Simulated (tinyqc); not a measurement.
## Permittivity of the insulator from five potentials

Problem. A node lies on a semiconductor-insulator interface. Steps: hs = tb/3 down into the semiconductor, ho = tox/2 up into the insulator, hy = L/7 sideways. The flux balance of its box reads eox (hy/ho)(above - node) + eps_r (hy/hs)(below - node) + [(eps_r hs + eox ho)/(2 hy)](left + right - 2 node) - q Na (hs/2) hy/eps0 = 0. Find eox.

Values chosen for this exercise; semiconductor permittivity close to that of silicon:
```
symbol  value   unit                                     meaning
eps_r    11.9         relative permittivity of the semiconductor
tb          3     nm                              body thickness
tox       3.6     nm                         insulator thickness
L          20     nm                              channel length
Na       5e17  cm^-3       acceptor density of the depleted body
```

Constants: q = 1.602176634e-19 C, eps0 = 8.8541878128e-14 F/cm where lengths are in cm. Results are converted to the units shown.

psi (V): node 0.13240424, above 0.089378990, below 0.15827755, left 0.10209835, right 0.23324571

Solution. The balance is linear in eox.

eox = 22.0

Numbers from tinyqc (`OMP_NUM_THREADS=1 python tinyqc.py 2480069 2480070 out.jsonl`; about 0.09 s on one thread of a shared Intel Xeon 2.30GHz).
